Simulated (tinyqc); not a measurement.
Valley splitting in a one-orbital chain of atomic planes (second-neighbour model), step by step. Values are carried at full precision from step to step, so a last printed digit may differ when a step is redone from the rounded ones.

Each (001) plane carries one orbital with energy e0, hopping v to the next plane and u to the second: E(phi) = e0 + 2 v cos(phi) + 2 u cos(2 phi), where phi = pi - k a/4 (the sign of every second orbital is chosen so that v > 0, which shifts the phase by pi). The minimum lies at cos(phi0) = -v/(4u), phi0 = pi - (pi/2) k0 for a valley at k0 (2 pi/a), and e0 puts it at zero. A slab of N planes has hard walls: the matrix simply ends.

Constants: hbar^2/2m0 = 3.80998211 eV angstrom^2.

Inputs chosen for the exercise (near those of the Delta valleys of silicon; abrupt walls in this chain split the valleys several times more than measured wells; shifted at random, so the results belong to these values and not to a real crystal):
- a = 5.441 angstrom (lattice constant; planes lie a/4 apart)
- k0 = 0.826 2 pi/a (position of the valley)
- ml = 0.975 m0 (longitudinal mass)
- N = 12 (planes in the small slab)

## Hoppings from the valley position and mass

The curvature at the minimum is d2E/dphi2 = 8 u sin^2(phi0) = (2c/ml)/(a/4)^2 with c = hbar^2/2m0; v = -4 u cos(phi0); e0 = 2u + v^2/(4u).

phi0 = 1.84411 rad
u = 0.56948 eV
v = 0.61487 eV
e0 = 1.30493 eV

## The bulk band

E at phi = j pi/10.

Band:

| phi/pi | E (eV) |
|---|---|
| 0.0 | 3.6736 |
| 0.1 | 3.3959 |
| 0.2 | 2.6518 |
| 0.3 | 1.6758 |
| 0.4 | 0.7635 |
| 0.5 | 0.1660 |
| 0.6 | 0.0035 |
| 0.7 | 0.2301 |
| 0.8 | 0.6620 |
| 0.9 | 1.0568 |
| 1.0 | 1.2141 |

## Hamiltonian of the slab

e0 on the diagonal, v and u on the first and second off-diagonals.

H (eV):
```
         1       2       3       4       5       6       7       8       9      10      11      12
1   1.3049  0.6149  0.5695       0       0       0       0       0       0       0       0       0
2   0.6149  1.3049  0.6149  0.5695       0       0       0       0       0       0       0       0
3   0.5695  0.6149  1.3049  0.6149  0.5695       0       0       0       0       0       0       0
4        0  0.5695  0.6149  1.3049  0.6149  0.5695       0       0       0       0       0       0
5        0       0  0.5695  0.6149  1.3049  0.6149  0.5695       0       0       0       0       0
6        0       0       0  0.5695  0.6149  1.3049  0.6149  0.5695       0       0       0       0
7        0       0       0       0  0.5695  0.6149  1.3049  0.6149  0.5695       0       0       0
8        0       0       0       0       0  0.5695  0.6149  1.3049  0.6149  0.5695       0       0
9        0       0       0       0       0       0  0.5695  0.6149  1.3049  0.6149  0.5695       0
10       0       0       0       0       0       0       0  0.5695  0.6149  1.3049  0.6149  0.5695
11       0       0       0       0       0       0       0       0  0.5695  0.6149  1.3049  0.6149
12       0       0       0       0       0       0       0       0       0  0.5695  0.6149  1.3049
```

## Levels and the valley doublet

Diagonalise H. The two lowest levels are the doublet made from the valleys at +k0 and -k0; give their splitting, the weights of the lowest state, and its parity under reversal of the planes.

levels (eV): 0.0943  0.1158  0.3478  0.4446  0.6941  0.8677  1.1292  1.1321  1.7597  2.4635  3.0898  3.5204

splitting = 21.53 meV

weights on the planes: 0.031  0.059  0.012  0.200  0.025  0.172  0.172  0.025  0.200  0.012  0.059  0.031

parity of the lowest state: odd

The mean of the doublet lies 0.1051 eV above the bulk minimum, and level 3 lies 0.2427 eV above that mean; the weights oscillate from plane to plane because the two valleys interfere.

## Checks

- Mean of the doublet for 400 planes against the effective-mass level with W = 402 a/4 (meV): both 0.1290.

Computed by tinyqc, a small Python program: `OMP_NUM_THREADS=1 python tinyqc.py 1482014 1482015 out.jsonl` (the numbers bound the seed that draws the inputs); one thread of a shared host (Intel(R) Xeon(R) Processor @ 2.30GHz), about 0.01 s for the whole set of steps.
